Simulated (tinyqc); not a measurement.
Donors on two lattice sites with valley-orbit split states, step by step. Values are carried at full precision from step to step, so a last printed digit may differ when a step is redone from the rounded ones.

Each donor binds at most one electron, in any of its states. For a site s, W_s = sum over its states of g exp(E/kT), and the ionised share is 1/(1 + W_s exp(eta)), eta = (EF - Ec)/kT; n = Nc F_1/2(eta); neutrality n + NA = ND x (mean ionised share, the two sites in equal numbers); holes are neglected. Nc from N = 2 (m kB T/(4 pi c))^(3/2) with c = hbar^2/2m0, in 1/angstrom^3; times 1e24 for 1/cm^3, m = md. F_j(eta) = (1/Gamma(j + 1)) integral_0^infinity x^j dx/(1 + exp(x - eta)), which tends to exp(eta) for eta << 0.

Constants: hbar^2/2m0 = 3.80998211 eV angstrom^2; kB = 8.617333262e-05 eV/K.

Values chosen for the exercise (near those of nitrogen in 4H-SiC; the results hold for these values, not for the real material): md = 0.829 m0 (density-of-states mass of the conduction band); E = (65, 56.9, 120.1, 71) meV (binding energies of h ground, h excited, k ground, k excited); g = (2, 4, 2, 4) (their degeneracies with spin); T = 500 K; ND = 5.4e+17 1/cm^3 (donors, half on each site); NA = 0 1/cm^3 (compensating acceptors, all ionised); mu0 = 38 cm^2/(V s) (mobility at heavy doping); mu1 = 984 cm^2/(V s) (mobility at light doping and 300 K); Nr = 1.9e+17 1/cm^3 (reference doping); de = 0.61 (doping exponent); ga = 2.4 (temperature exponent).

## Partition sums of the neutral donor

Give each term g exp(E/kT), W_s, and the effective degeneracy W_s exp(-E_ground/kT).

Nc = 4.0755e+19 1/cm^3

terms: h ground 9.041, h excited 14.98, k ground 32.48, k excited 20.78

W_s: h 24.023, k 53.261

effective degeneracy: h 5.314, k 3.280

The ground state alone would give 2 and all states together 6 on each site; here the excited states hold 62 % and 39 % of the bound electrons on the h and k sites.

## Neutrality

Solve for eta.

eta = -4.630
n = 3.96e+17 1/cm^3

ionised share: h 0.810, k 0.658

n is 0.734 of ND - NA. The deeper k site is ionised 0.81 times as much as the h site.

## Mobility and resistivity

Mobility (Caughey-Thomas form): mu = mu0 + (mu1 (T/300)^(-ga) - mu0)/(1 + ((ND + NA)/Nr)^de); rho = 1/(e n mu), e = 1.602176634e-19 C.

Compare with full ionisation, n = ND - NA.

mu = 124.7 cm^2/(V s)
rho = 0.126 ohm cm
rho at full ionisation = 0.0927 ohm cm

Incomplete ionisation raises rho by a factor 1.36.

## Checks

- n + NA against ND times the mean ionised share (1/cm^3): both 3.964e+17.

Program tinyqc; command `OMP_NUM_THREADS=1 python tinyqc.py 1651264 1651265 out.jsonl`; about 0.01 s on one thread of a shared Intel(R) Xeon(R) Processor @ 2.30GHz.
